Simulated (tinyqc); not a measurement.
Empirical pseudopotential in a few plane waves, step by step. One step of it, computed by the program tinyqc.

Problem. Levels at k. Diagonalise the Hermitian matrix.

H(k) at k (eV), lower triangle (Hermitian):
```
                     +0+0+0               -1-1-1               -1-1+1               -1+1-1
+0+0+0             1.562115
-1-1-1   2.106928-0.500275i            25.761119
-1-1+1  -2.106928-0.500275i   0.000000+1.333358i            19.071963
-1+1-1  -2.106928-0.500275i   0.000000+1.333358i             0.462594            18.285004
-1+1+1  -2.106928+0.500275i            -0.462594   0.000000+1.333358i   0.000000+1.333358i
+1-1-1  -2.106928-0.500275i   0.000000+1.333358i             0.462594             0.462594
+1-1+1  -2.106928+0.500275i            -0.462594   0.000000+1.333358i             0.000000
+1+1-1  -2.106928+0.500275i            -0.462594             0.000000   0.000000+1.333358i
+1+1+1   2.106928+0.500275i             0.000000            -0.462594            -0.462594
-2+0+0   0.000000-1.333358i  -2.106928+0.500275i  -2.106928-0.500275i  -2.106928-0.500275i
+0-2+0   0.000000-1.333358i  -2.106928+0.500275i  -2.106928-0.500275i   0.375206-0.019241i
+0+0-2   0.000000-1.333358i  -2.106928+0.500275i   0.375206-0.019241i  -2.106928-0.500275i
+0+0+2   0.000000+1.333358i  -0.375206-0.019241i   2.106928+0.500275i  -0.375206+0.019241i
+0+2+0   0.000000+1.333358i  -0.375206-0.019241i  -0.375206+0.019241i   2.106928+0.500275i
+2+0+0   0.000000+1.333358i  -0.375206-0.019241i  -0.375206+0.019241i  -0.375206+0.019241i

                     -1+1+1               +1-1-1               +1-1+1               +1+1-1
-1+1+1            11.595848
+1-1-1             0.000000            21.039362
+1-1+1             0.462594   0.000000+1.333358i            14.350206
+1+1-1             0.462594   0.000000+1.333358i             0.462594            13.563247
+1+1+1   0.000000+1.333358i            -0.462594   0.000000+1.333358i   0.000000+1.333358i
-2+0+0   2.106928-0.500275i   0.375206-0.019241i  -0.375206-0.019241i  -0.375206-0.019241i
+0-2+0  -0.375206-0.019241i  -2.106928-0.500275i   2.106928-0.500275i  -0.375206-0.019241i
+0+0-2  -0.375206-0.019241i  -2.106928-0.500275i  -0.375206-0.019241i   2.106928-0.500275i
+0+0+2  -2.106928+0.500275i  -0.375206+0.019241i  -2.106928+0.500275i   0.375206+0.019241i
+0+2+0  -2.106928+0.500275i  -0.375206+0.019241i   0.375206+0.019241i  -2.106928+0.500275i
+2+0+0   0.375206+0.019241i   2.106928+0.500275i  -2.106928+0.500275i  -2.106928+0.500275i

                     +1+1+1     -2+0+0     +0-2+0     +0+0-2
+1+1+1             6.874091
-2+0+0  -0.375206+0.019241i  25.957859
+0-2+0  -0.375206+0.019241i   0.462594  28.712217
+0+0-2  -0.375206+0.019241i   0.462594   0.462594  27.925258
+0+0+2  -2.106928-0.500275i  -0.462594  -0.462594   0.000000
+0+2+0  -2.106928-0.500275i  -0.462594   0.000000  -0.462594
+2+0+0  -2.106928-0.500275i   0.000000  -0.462594  -0.462594

           +0+0+2     +0+2+0     +2+0+0
+0+0+2  14.546946
+0+2+0   0.462594  13.759987
+2+0+0   0.462594   0.462594  16.514345
```

Give: eigenvalues.

Solution.

eigenvalues (eV): -2.170  5.702  9.526  10.074  13.056  15.163  15.477  17.914  18.933  19.954  21.047  25.754  27.634  28.976  32.478
